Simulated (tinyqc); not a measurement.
# Two-junction solar cell, detailed-balance limit: effect of the gap of the top cell

The top cell takes all photons above E1, the bottom cell those between E2 and E1. Each cell follows J = Jsc - J0 (exp(V/Vt) - 1) with J0 = q ge Phi(gap, T)/ERE; light emitted by one cell and absorbed by the other is left out. In series both carry one current; wired apart (four terminals) each works at its own maximum power point. Efficiencies are counted against Pin = fs X sigma Ts^4.

Photon flux above E from a black body at temperature T into a hemisphere: Phi(E, T) = A sum_k exp(-k E/th)[E^2 th/k + 2 E th^2/k^2 + 2 th^3/k^3], k = 1, 2, ..., with th = kB T/q in eV and A = 2 pi q^3/(h^3 c^2). J1 = q fs X Phi(E1, Ts), J2 = q fs X [Phi(E2, Ts) - Phi(E1, Ts)], J01 and J02 as above; sigma = 2 pi^5 kB^4/(15 h^3 c^2). In series V(J) = Vt [ln((J1 - J)/J01 + 1) + ln((J2 - J)/J02 + 1)], and J V(J) is largest where V = J Vt [1/(J1 - J + J01) + 1/(J2 - J + J02)]. Apart, each cell has (1 + v) exp(v) = 1 + Jsc/J0 at its maximum power point, v = Vmp/Vt.

Inputs (values chosen for the exercise):
```
symbol    value  unit                                    meaning
T           298     K                           cell temperature
Ts         5800     K          temperature of the black-body sun
fs      2.16e-5        share of the hemisphere filled by the sun
X           500                                    concentration
ERE           1                    external radiative efficiency
ge            1                        number of faces that emit
E2         1.09    eV                     gap of the bottom cell
```

Constants: q = 1.602176634e-19 C, kB = 1.380649e-23 J/K, h = 6.62607015e-34 J s, c = 299792458 m/s, Vt = kB T/q. Results are converted to the units shown.

Result of one run:

| J1 (mA/cm^2) | J2 (mA/cm^2) | series efficiency (%) | four-terminal efficiency (%) |
|---|---|---|---|
| 8684.4 | 19212 | 35.536 | 47.889 |

Which gap of the top cell E1 gave this result: 1.34, 1.45, 1.68, 1.9 or 2.13 eV?

E1 = 2.13 eV.

The whole series:

| E1 (eV) | J1 (mA/cm^2) | J2 (mA/cm^2) | series efficiency (%) | four-terminal efficiency (%) |
|---|---|---|---|---|
| 1.34 | 21820 | 6076.4 | 18.222 | 42.977 |
| 1.45 | 19427 | 8469.0 | 26.669 | 44.989 |
| 1.57 | 17030 | 10867 | 35.891 | 46.560 |
| 1.68 | 15028 | 12868 | 44.065 | 47.505 |
| 1.79 | 13212 | 14684 | 47.099 | 48.047 |
| 1.9 | 11574 | 16322 | 43.441 | 48.256 |
| 2.02 | 9980.1 | 17916 | 39.255 | 48.179 |
| 2.13 | 8684.4 | 19212 | 35.536 | 47.889 |
| 2.24 | 7535.1 | 20361 | 32.006 | 47.441 |

As E1 goes from 1.34 to 2.24 eV, the series efficiency goes from 18.2 through a maximum of 47.1 (at E1 = 1.79 eV among the rows listed) to 32.0 %, and the four-terminal one goes from 43.0 through a maximum of 48.3 (at E1 = 1.9 eV among the rows listed) to 47.4 %. Among the rows the two lie closest, 0.95 points apart, at E1 = 1.79 eV, where J1/J2 = 0.900; the spread over the rows is 28.9 points in series and 5.28 apart. Current matching makes the series cell the more sensitive one. In every row the open-circuit voltage of the bottom cell lies within 6 Vt of its gap, where the Boltzmann form begins to fail. For E1 = 1.34 to 1.68 eV the top cell has surplus current and is radiative, so luminescent coupling, left out here, would help the series cell.

Numbers from tinyqc (`OMP_NUM_THREADS=1 python tinyqc.py 2820031 2820032 out.jsonl`; about 0.01 s on one thread of a shared Intel Xeon 2.30GHz).
